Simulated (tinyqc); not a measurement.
Inside a calculation. Method: plane-wave Kohn-Sham cycle with exchange-only LDA in a layered model solid. One step of it, computed by the program tinyqc.

Task: Iteration 2: levels at that k. Diagonalise the Hermitian matrix.

H (hartree), lower triangle:
```
           -3         -2         -1         +0         +1         +2        +3
-3   5.869344
-2  -0.345357   2.484706
-1  -0.000798  -0.345357   0.453923
+0   0.000706  -0.000798  -0.345357  -0.223005
+1   0.000027   0.000706  -0.000798  -0.345357   0.453923
+2  -0.000013   0.000027   0.000706  -0.000798  -0.345357   2.484706
+3   0.000003  -0.000013   0.000027   0.000706  -0.000798  -0.345357  5.869344
```

Give: eigenvalues.

Result:

eigenvalues (hartree): -0.488  0.397  0.658  2.508  2.510  5.904  5.904
